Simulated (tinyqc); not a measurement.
Illuminated p-n diode, drift-diffusion by the Gummel loop with Scharfetter-Gummel fluxes: one step of the calculation.

Abrupt junction at x = 0, p side from -Lp, n side to Ln, ohmic contacts. psi is counted from the intrinsic level; n = ni exp((psi - phin)/Vt), p = ni exp((phip - psi)/Vt). Contacts: p side psi = V - Vt ln(Na/ni), p = Na, n = ni^2/Na; n side psi = Vt ln(Nd/ni), n = Nd, p = ni^2/Nd. Constant mobilities, D = mu Vt, Boltzmann statistics, SRH recombination through a mid-gap level, U = (n p - ni^2)/(tp (n + ni) + tn (p + ni)). Current is positive from the p contact to the n contact.

Question. Poisson equation. With phin and phip held, solve a_i (psi_(i+1) - psi_i) - a_(i-1) (psi_i - psi_(i-1)) + q w_i (p_i - n_i + C_i) = 0 for the inner nodes by Newton steps to convergence; a_i = eps0 eps_r/h_i, h_i = x_(i+1) - x_i, w_i = (h_(i-1) + h_i)/2, C = -Na or +Nd.

Parameters, values chosen for the exercise; band and dielectric values those of a made-up semiconductor: temperature T = 300 K; relative permittivity eps_r = 10.5; acceptor density of the p side Na = 2.6e16 cm^-3; donor density of the n side Nd = 4.5e16 cm^-3; bias of the p contact V = 0.54 V.

Constants: q = 1.602176634e-19 C, kB = 1.380649e-23 J/K, Vt = kB T/q, eps0 = 8.8541878128e-14 F/cm where lengths are in cm. Results are converted to the units shown.

```
node,x (nm),phin at the start (V),phip at the start (V)
0,-2700,0.54,0.54
1,-1340,0,0.54
2,-644,0,0.54
3,-292,0,0.54
4,-114,0,0.54
5,-23,0,0.54
6,23,0,0.54
7,90.3,0,0.54
8,189,0,0.54
9,332,0,0.54
10,543,0,0.54
11,850,0,0.54
12,1300,0,0
```

ni = 1.9652979e8 cm^-3

Give: psi; n after Poisson; p after Poisson.

Answer.

```
node,psi (V),n after Poisson (cm^-3),p after Poisson (cm^-3)
0,0.0566,1.486,2.600e16
1,0.0566,1.752e9,2.600e16
2,0.0566,1.752e9,2.600e16
3,0.0567,1.759e9,2.590e16
4,0.0649,2.415e9,1.886e16
5,0.2196,9.623e11,4.733e13
6,0.4388,4.628e15,9.841e9
7,0.4942,3.948e16,1.154e9
8,0.4975,4.484e16,1.016e9
9,0.4976,4.500e16,1.012e9
10,0.4976,4.500e16,1.012e9
11,0.4976,4.500e16,1.012e9
12,0.4976,4.500e16,0.8583
```

Program tinyqc, `OMP_NUM_THREADS=1 python tinyqc.py 2240148 2240149 out.jsonl`; Intel Xeon 2.30GHz, shared host, one thread, about 0.8 s.
